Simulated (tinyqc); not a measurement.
Thin-film optics by transfer matrices: sweeps and comparisons. A value that a table varies takes the place of the one given here.

Indices N = n + i k. Snell: N0 sin(theta) = N_j sin(theta_j), with Im(N_j cos theta_j) >= 0. Admittance y_j = N_j cos theta_j for s and N_j/cos theta_j for p. Phase delta_j = 2 pi N_j cos theta_j d_j/lambda. Layer matrix [[cos delta, -i sin delta/y], [-i y sin delta, cos delta]], multiplied from the top down to M. (B, C) = M (1, y_sub); r = (y0 B - C)/(y0 B + C), R = |r|^2, T = 4 Re y0 Re y_sub/|y0 B + C|^2, absorbed in the films 1 - R - T.

Ellipsometry: rho = tan(Psi) exp(i Delta) = -conj(r_p/r_s) with the r of the admittance formula, Delta in 0 to 360 degrees, so that a bare dielectric at small angles gives Delta = 180.

Inputs chosen for the exercise (indices near those of HfO2, SiO2 on Si; not measured data): lam = 633 nm (vacuum wavelength); n0 = 1 (ambient index); n = (2.074, 1.436, 3.823) (n of HfO2, SiO2, substrate); k = (0, 0, 0.02) (k in the same order); d = (2, 31.3) nm (thicknesses, top first); theta = 30 degrees (angle of incidence); pol = p (polarisation).

## Swing curve: thickness of the top film

The first entry of d takes the values listed.

Stack:
```
d_1 (nm)       R       T  absorbed
2.0       0.2527  0.7473    0.0000
28.2      0.0726  0.9274    0.0000
54.4      0.0163  0.9837    0.0000
80.6      0.1768  0.8232    0.0000
106.8     0.3220  0.6780    0.0000
133.0     0.3493  0.6507    0.0000
159.2     0.2530  0.7470    0.0000
185.4     0.0728  0.9272    0.0000
211.7     0.0165  0.9835    0.0000
237.9     0.1773  0.8227    0.0000
264.1     0.3222  0.6778    0.0000
290.3     0.3492  0.6508    0.0000
316.5     0.2526  0.7474    0.0000
```

R swings between 0.0163 and 0.3493 on these points. The period is lambda/(2 Re(N_1 cos theta_1)) = 157.2 nm, six rows. The film does not absorb, so the swing repeats exactly. The swing ratio (max - min)/mean is 1.64.

## Angle of incidence

Both polarisations.

Stack:
```
theta (degrees)     R_s     R_p    Psi   Delta
0                0.2919  0.2919  45.00  180.00
15               0.3042  0.2826  43.95  178.73
30               0.3434  0.2527  40.63  174.59
45               0.4169  0.1965  34.47  166.10
55               0.4913  0.1425  28.31  155.40
60               0.5379  0.1122  24.54  146.59
65               0.5919  0.0831  20.54  132.89
70               0.6540  0.0624  17.16  109.97
75               0.7250  0.0663  16.82   75.40
80               0.8059  0.1332  22.13   41.52
85               0.8973  0.3589  32.31   17.87
```

R_s and R_p agree at normal incidence (0.2919). R_p is lowest at 70 degrees of those listed (0.0624), where R_s = 0.6540; the top face alone would stop reflecting p light at arctan(n/n0) = 64.3 degrees, while the layers and the substrate below set where the minimum falls. R_s rises steadily with the angle.

## Sensitivity of the reflectance

R for both polarisations. Each row changes one parameter from the base and keeps the others.

Results:
```
case                          R_s     R_p     T_s
base                       0.3434  0.2527  0.6566
d = (7, 31.3) nm           0.3026  0.2215  0.6974
n = (2.115, 1.436, 3.823)  0.3426  0.2521  0.6574
k = (0, 0, 0.032)          0.3431  0.2525  0.6569
lam = 638 nm               0.3442  0.2533  0.6558
theta = 35 degrees         0.3636  0.2372  0.6364
```

The largest shifts from the base row, up to three for each result and ties (the steps differ in size, so this ranks the rows, not the parameters). R_s: d -0.0408, theta +0.0202, lam +0.0008, n -0.0008. R_p: d -0.0313, theta -0.0155, n -0.0006, lam +0.0006. T_s: d +0.0408, theta -0.0202, lam -0.0008, n +0.0008.

Run: tinyqc, `OMP_NUM_THREADS=1 python tinyqc.py 1651018 1651019 out.jsonl`; Intel(R) Xeon(R) Processor @ 2.30GHz, one thread, shared host; about 0.01 s of CPU time with all checks.
